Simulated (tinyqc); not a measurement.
# Silicon n-p-n transistor, Gummel numbers and transit times: two studies

One-dimensional n-p-n transistor in the forward active mode at low injection. In the base p(x) = NB exp(-eta x/wb) and ni(x)^2 = ni^2 exp((g0 + g1 x/wb)/Vt); electrons leave the base at vsat; band spikes at the emitter junction and recombination inside the emitter are ignored.

Parameters, values chosen for the exercise; band and dielectric values close to those of silicon: temperature T = 300 K; band gap Eg = 1.1 eV; relative permittivity eps_r = 11.8; conduction-band density of states at T Nc = 2.79e19 cm^-3; valence-band density of states at T Nv = 2.65e19 cm^-3; saturation velocity vsat = 9.91e6 cm/s; neutral base width wb = 130 nm; base doping at the emitter edge NB = 2.1e17 cm^-3; doping falls as exp(-eta x/wb) eta = 0; gap reduction at the emitter edge of the base g0 = 0 eV; further gap reduction across the base (linear) g1 = 0 eV; electron diffusion coefficient in the base Dn = 15 cm^2/s; emitter doping NE = 1.3e20 cm^-3; gap reduction in the emitter (negative: wider gap) gE = 0.09 eV; neutral emitter width we = 54 nm; hole diffusion coefficient in the emitter Dp = 2.6 cm^2/s; recombination velocity at the emitter contact Se = 7e6 cm/s; electron lifetime in the base tb = 4e-7 s; collector doping NC = 1.3e16 cm^-3; collector-base reverse bias VCB = 1.5 V; emitter junction capacitance Cj = 1.6 fF/um^2; emitter plus collector resistance Rc = 4.9 ohm um^2; hole mobility in the base mp = 170 cm^2/(V s).

Constants: q = 1.602176634e-19 C, kB = 1.380649e-23 J/K, Vt = kB T/q, eps0 = 8.8541878128e-14 F/cm where lengths are in cm. Results are converted to the units shown.

Each table varies one quantity; the others keep the values above.

## Cut-off frequency against collector current

f(x) = p(x) ni^2/ni(x)^2; I(x) = integral from x to wb of f/Dn, plus f(wb)/vsat; base Gummel number GB = I(0); electron density per unit flux n/(J/q) = I/f; base transit time tauB = integral of I/f over the base. ni = sqrt(Nc Nv) exp(-Eg/(2 Vt)), Eg in volts; JC = J0 exp(VBE/Vt), J0 = q ni^2/GB; collector layer one-sided, Wc = sqrt(2 eps0 eps_r (Vbc + VCB)/(q NC)), Vbc = Vt ln(NB exp(-eta) NC/ni^2), Cjc = eps0 eps_r/Wc, tauC = Wc/(2 vsat). Delay 1/(2 pi fT) = tauE + tauB + tauC + tauR with tauE = Vt (Cj + Cjc)/JC and tauR = Rc Cjc. Charge stored in the emitter is left out. The Kirk effect, also left out, sets in near JC = q NC vsat. n(0) = (JC/q) I(0)/f(0).

The same in every row: tauB (ps) = 6.945; tauC (ps) = 2.411; tauR (ps) = 0.001071.

Cut-off frequency against collector current:

| JC (mA/um^2) | VBE (V) | tauE (ps) | fT (GHz) | JC/(q NC vsat) | n(0)/NB |
|---|---|---|---|---|---|
| 0.00058 | 0.6832 | 81.06 | 1.760 | 0.002810 | 0.001668 |
| 0.0012 | 0.7020 | 39.18 | 3.279 | 0.005814 | 0.003451 |
| 0.0024 | 0.7199 | 19.59 | 5.498 | 0.01163 | 0.006902 |
| 0.0049 | 0.7383 | 9.595 | 8.398 | 0.02374 | 0.01409 |
| 0.01 | 0.7568 | 4.701 | 11.32 | 0.04845 | 0.02876 |
| 0.02 | 0.7747 | 2.351 | 13.59 | 0.09690 | 0.05752 |
| 0.042 | 0.7939 | 1.119 | 15.19 | 0.2035 | 0.1208 |
| 0.085 | 0.8121 | 0.5531 | 16.06 | 0.4118 | 0.2444 |
| 0.17 | 0.8300 | 0.2766 | 16.52 | 0.8236 | 0.4889 |

fT rises from 1.76 to 16.5 GHz as the charging time falls as 1/JC; its limit for vanishing tauE is 17.0 GHz, of which the largest delay is tauB (74.2 %). tauE equals the other delays together at JC = 0.00502 mA/um^2. For JC = 0.17 JC nears or passes q NC vsat, where base push-out would lower fT. For JC = 0.085, 0.17 the electron density at the emitter edge exceeds a fifth of NB, beyond low injection.

## Effect of the base doping at the emitter edge

ni = sqrt(Nc Nv) exp(-Eg/(2 Vt)), Eg in volts; GE = NE exp(-gE/Vt)(we/Dp + 1/Se); JC = J0 exp(VBE/Vt), J0 = q ni^2/GB; gain limited by back injection GE/GB, by base recombination tb/tauB, together 1/beta = the sum of the inverses; collector layer one-sided, Wc = sqrt(2 eps0 eps_r (Vbc + VCB)/(q NC)), Vbc = Vt ln(p(wb) NC/ni^2), Cjc = eps0 eps_r/Wc; Early voltage VA = GB q p(wb)/(f(wb) Cjc [1/Dn - (eta + g1/Vt)/(wb vsat)]), f(wb) = p(wb) exp(-(g0 + g1)/Vt), p(wb) = NB exp(-eta); tauC = Wc/(2 vsat). Peak fT here means 1/(2 pi (tauB + tauC + Rc Cjc)); base sheet resistance 1/(q mp times the integral of p).

The same in every row: tb/tauB = 5.759e4; tauB (ps) = 6.945.

Results:

| NB (cm^-3) | GB (s/cm^4) | GE/GB | beta | VA (V) | tauC (ps) | peak fT (GHz) | base sheet resistance (kohm) |
|---|---|---|---|---|---|---|---|
| 4.4e16 | 4.257e10 | 208.5 | 207.8 | 4.638 | 2.390 | 17.05 | 64.19 |
| 1.3e17 | 1.258e11 | 70.58 | 70.50 | 13.79 | 2.405 | 17.02 | 21.72 |
| 2.2e17 | 2.129e11 | 41.71 | 41.68 | 23.41 | 2.412 | 17.01 | 12.84 |
| 3.7e17 | 3.580e11 | 24.80 | 24.79 | 39.48 | 2.419 | 16.99 | 7.633 |
| 6.2e17 | 5.999e11 | 14.80 | 14.80 | 66.35 | 2.426 | 16.98 | 4.555 |
| 1e18 | 9.676e11 | 9.176 | 9.174 | 107.3 | 2.433 | 16.97 | 2.824 |

Estimate the missing row, NB = 7.5e16 cm^-3.

Computed row:

| NB (cm^-3) | GB (s/cm^4) | GE/GB | beta | VA (V) | tauC (ps) | peak fT (GHz) | base sheet resistance (kohm) |
|---|---|---|---|---|---|---|---|
| 7.5e16 | 7.257e10 | 122.3 | 122.1 | 7.931 | 2.397 | 17.03 | 37.66 |

With this row back in the table: As NB goes from 4.4e16 to 1e18, beta falls from 208 to 9.17, VA rises from 4.64 to 107 V, the peak fT stays near 17.0 GHz and the base sheet resistance falls from 64.2 to 2.82 kohm. The product beta VA changes by a factor of 1.02. Back injection limits the gain in every row. For NB = 4.4e16, 7.5e16 the collector doping exceeds a tenth of the base doping at that edge, so the one-sided formulas are rough.

Range of the model: Heavy doping makes emitter or base degenerate; gE and g0 are to be read as apparent gap changes that include this.

Program tinyqc, `OMP_NUM_THREADS=1 python tinyqc.py 2320015 2320016 out.jsonl`; Intel Xeon 2.30GHz, shared host, one thread, about 0.01 s.
